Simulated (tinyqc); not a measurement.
# Undoped gate-all-around wire MOSFET, analytic charge model: several studies

An undoped round wire of radius R under an insulator shell and a surrounding gate; long channel, electrons only, n = ni exp((psi - V)/Vt) with V the quasi-Fermi potential (0 at the source, Vd at the drain), constant mobility, no quantisation. The radial Poisson equation gives n(r) = n(0)/(1 - (1 - b) r^2/R^2)^2 with b = Q0/(Q + Q0). Q is the electron charge per area of the wire surface.

Parameters, values chosen for the exercise; material values close to those of gallium arsenide: temperature T = 325 K; band gap Eg = 1.43 eV; relative permittivity of the semiconductor eps_r = 13; conduction-band density of states at T Nc = 5.02e17 cm^-3; valence-band density of states at T Nv = 1.03e19 cm^-3; relative permittivity of the gate insulator eox = 25.3; insulator thickness tox = 12 nm; wire radius R = 4 nm; gate work function less that of the intrinsic body dphi = 0.24 V; channel mobility mu = 660 cm^2/(V s); gate length L = 0.5 um; drain voltage Vd = 0.5 V.

Constants: q = 1.602176634e-19 C, kB = 1.380649e-23 J/K, Vt = kB T/q, eps0 = 8.8541878128e-14 F/cm where lengths are in cm. Results are converted to the units shown.

Each table varies one quantity; the others keep the values above.

## Effect of the wire radius

ni = sqrt(Nc Nv) exp(-Eg/(2 Vt)), Eg in volts; Cox = eps0 eox/(R ln(1 + tox/R)); Q0 = 4 eps0 eps_r Vt/R; V0 = dphi + Vt ln[8 eps0 eps_r Vt/(q ni R^2)]. Q solves Vg - V0 - V = Q/Cox + Vt ln(Q/Q0) + Vt ln(1 + Q/Q0). I = mu (2 pi R/L)[2 Vt (Qs - Qd) + (Qs^2 - Qd^2)/(2 Cox) + Vt Q0 ln((Qd + Q0)/(Qs + Q0))], with Qs at V = 0 and Qd at V = Vd.  I(low) is taken at Vg = 0.75 V, Qs and I(high) at Vg = 1.5 V.

Effect of the wire radius:
```
R (nm),V0 (V),I(low) (nA),Qs(high) (nC/cm^2),I(high) (uA)
1.3,1.060,0.004736,2773,6.842
1.9,1.038,0.01012,2289,8.492
2.6,1.021,0.01894,1975,10.24
3.7,1.001,0.03835,1697,12.79
5.1,0.9830,0.07286,1499,15.84
7.1,0.9645,0.1412,1339,20.00
10,0.9453,0.2799,1211,25.81
```

As R goes from 1.3 to 10 nm, I(low) rises from 0.00474 to 0.280 nA and I(high) rises from 6.84 to 25.8 uA. On average I(low) goes as R^(2.00) and I(high) goes as R^(0.65). Below threshold the charge is proportional to the cross-section of the body; above it the insulator sets the charge. In every row the surface density at the source at the higher gate voltage passes 0.3 Nc, where Boltzmann statistics fail. In every row mu V/L at the higher gate voltage, with V the smaller of Vd and Vg - V0, passes 3e6 cm/s, so velocity saturation would lower the current. For R = 1.3 to 5.1 nm the body is thin enough for quantum confinement, left out here, to raise the threshold.

## Effect of the gate work function less that of the intrinsic body

Same model as above.

Effect of the gate work function less that of the intrinsic body:
```
dphi (V),V0 (V),I(low) (nA),Qs(high) (nC/cm^2),I(high) (uA)
0.09,0.84665,8.9817,2190.3,21.622
0.14,0.89665,1.5775,2006.8,18.809
0.19,0.94665,0.26684,1824.7,16.079
0.24,0.99665,0.044825,1644.4,13.459
0.29,1.0466,0.0075209,1466.2,10.994
0.34,1.0966,0.0012617,1290.4,8.7434
0.39,1.1466,2.1164e-4,1117.5,6.7542
```

As dphi goes from 0.09 to 0.39 V, I(low) falls from 8.98 to 2.12e-4 nA and I(high) falls from 21.6 to 6.75 uA. V0 rises from 0.847 to 1.15 V. In every row the surface density at the source at the higher gate voltage passes 0.3 Nc, where Boltzmann statistics fail. In every row mu V/L at the higher gate voltage, with V the smaller of Vd and Vg - V0, passes 3e6 cm/s, so velocity saturation would lower the current. In every row the body is thin enough for quantum confinement, left out here, to raise the threshold.

## Effect of the insulator thickness

Same model as above.

The same in every row: V0 (V) = 0.99665.

Effect of the insulator thickness:
```
tox (nm),I(low) (nA),Qs(high) (nC/cm^2),I(high) (uA)
4,0.044830,3029.9,23.588
5.8,0.044828,2418.4,19.198
8.3,0.044827,1981.3,15.986
12,0.044825,1644.4,13.459
17,0.044823,1402.3,11.611
25,0.044821,1196.4,10.016
36,0.044819,1045.6,8.8319
```

What does the comparison show?

As tox goes from 4 to 36 nm, I(low) stays near 0.0448 nA and I(high) falls from 23.6 to 8.83 uA. On average I(low) is independent of tox and I(high) goes as tox^(-0.45). Below threshold no voltage drops over the insulator in this long-channel model, so its thickness does not matter there. In every row the surface density at the source at the higher gate voltage passes 0.3 Nc, where Boltzmann statistics fail. In every row mu V/L at the higher gate voltage, with V the smaller of Vd and Vg - V0, passes 3e6 cm/s, so velocity saturation would lower the current. In every row the body is thin enough for quantum confinement, left out here, to raise the threshold.

Program tinyqc, `OMP_NUM_THREADS=1 python tinyqc.py 2460045 2460046 out.jsonl`; Intel Xeon 2.30GHz, shared host, one thread, about 0.02 s.
